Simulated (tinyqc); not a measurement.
Contact transmission and back-scattering length from two lengths.

Question. A channel with M modes has R = RQ (2/tc - 1 + L/lam), RQ = (h/2q^2)/M. Find lam and tc.

Constants: q = 1.602176634e-19 C, h = 6.62607015e-34 J s. Results are converted to the units shown.

R at L = 9 and 72 nm (ohm um): [35.399142, 117.99714]
M = 546.89477 1/um

Answer. The slope is RQ/lam and the intercept RQ (2/tc - 1).

lam = 18.00 nm
tc = 1.000

tinyqc, about 0.01 s, one thread, Intel Xeon 2.30GHz (shared host): `OMP_NUM_THREADS=1 python tinyqc.py 2760008 2760009 out.jsonl`
